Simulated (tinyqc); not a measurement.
Worked calculation: surface segregation during layer-by-layer epitaxy: two-layer exchange kinetics and the shape of quantum wells and delta layers. Computed by tinyqc, a small Python program that keeps every step. Command: `OMP_NUM_THREADS=1 python tinyqc.py 3001334 3001335 out.jsonl mbeseg walk`. One thread of a shared host (Intel(R) Xeon(R) Processor @ 2.30GHz), about 0.01 s of CPU time with the checks. Intermediate numbers are printed to about 5 digits and carried at full precision; extremes and crossings named in words are read from the listed rows.

Atoms A and B exchange only between the growing layer and the one below it. B is supplied for N layers, then pure A follows.

Inputs (values chosen for the exercise, close to those used for gallium in AlAs):
```
quantity                                   value      unit
barrier E1 for B to move up                 1.96        eV
segregation energy E_s                      0.11        eV
attempt frequency nu                           1       THz
growth rate G                                1.5  layers/s
share x0 of B in the flux during the well   0.31         -
layers in the well N                          10         -
layer thickness                             2.83  angstrom
temperature T                                520         C
```

Constants: k_B = 8.617333262e-05 eV/K.

## Exchange rates

p1 = nu exp(-E1/(k_B T)) (B up, A down), p2 = nu exp(-(E1 + E_s)/(k_B T)) (B down); time per layer tau = 1/G; K = p1/p2. Temperatures in kelvin are T(C) + 273.15. Dilute equilibrium share passed up per layer R_eq = K/(1 + K).

p1 = 0.35148 1/s

p2 = 0.070299 1/s

p1 tau = 0.23432

K = 4.9998

R_eq = 0.83333

Exchange is slow against growth: segregation is kinetically frozen.

## The second layer

Each layer is deposited complete with B share x_dep and then exchanges for the time tau = 1/G with the layer below, whose share is b (total c = s + b fixed): ds/dt = p1 b (1 - s) - p2 s (1 - b), s(0) = x_dep. With the roots s1 < s2 of the right side, (s - s1)/(s - s2) = [(s(0) - s1)/(s(0) - s2)] exp(-(p1 - p2)(s2 - s1) tau). The lower layer is then buried with c - s, and s becomes the b of the next layer. Layer 1 is deposited on pure A with share x0; with nothing to lift from below, take b = 0 and s(0) = x0 for it. Then layer 2 has x_dep = x0.

share in layer 1 after its exchange = 0.29699

root s1 for layer 2 = 0.46094

root s2 for layer 2 = 1.6461

share in layer 2 after its exchange = 0.34306

share buried in layer 1 = 0.26393

## Buried profile

In the dilute tail each layer passes up the share R = R_eq (1 - exp(-(p1 + p2) tau)); decay length = -layer thickness/ln R. Index 0 is the last layer of pure A below the well. Share of B outside the intended layers 1..N = 1 - (sum over 1..N)/(N x0).

Share of B:
```
layer  intended   buried
0          0.00  0.01301
1          0.31  0.26393
2          0.31  0.30305
3          0.31  0.30896
4          0.31  0.30984
5          0.31  0.30998
6          0.31  0.31000
7          0.31  0.31000
8          0.31  0.31000
9          0.31  0.31000
10         0.31  0.28140
11         0.00  0.05565
12         0.00  0.01129
13         0.00  0.00230
14         0.00  0.00047
15         0.00  0.00010
16         0.00  0.00002
20         0.00  0.00000
25         0.00  0.00000
35         0.00  0.00000
```

share passed up R = 0.20426

decay length = 1.7817 angstrom

peak share (largest buried share) = 0.31000

share of B outside the well = 0.026727

The profile is close to the intended one. Caution: a decay length below one layer thickness is only formal. Caution: two-layer exchange with complete layers is a simplification that can understate segregation at low temperature; desorption, step-edge exchange and surfactants are left out.

## Kinetic against equilibrium segregation over temperature

R_eq = K/(1 + K).

Segregation:
```
T (C)      p1 tau     R_eq           R  decay length (angstrom)  peak share
400    1.4115e-03  0.86947  1.4103e-03                    0.431     0.31000
440    9.3915e-03  0.85692  9.3402e-03                    0.606     0.31000
480    5.1094e-02  0.84486  4.9580e-02                    0.942     0.31000
520    2.3432e-01  0.83333  2.0426e-01                    1.782     0.31000
560    9.2841e-01  0.82232  5.5642e-01                    4.827     0.30994
600    3.2425e+00  0.81183  7.9687e-01                   12.464     0.30888
640    1.0150e+01  0.80185  8.0185e-01                   12.815     0.30862
680    2.8868e+01  0.79236  7.9236e-01                   12.160     0.30862
```

The decay length peaks at 640 C among these rows: below, exchange is too slow; above, equilibrium rules and K = exp(E_s/(k_B T)) falls. p1 tau passes 1 between 560 and 600 C, below which sharp interfaces can be grown. Caution: decay lengths below one layer thickness are only formal. Caution: in the hottest rows B can desorb, which is left out.

Checks made by the program: closed form against integration of the exchange equation (relative difference below 1e-10); conservation of B (relative difference below 1e-10).
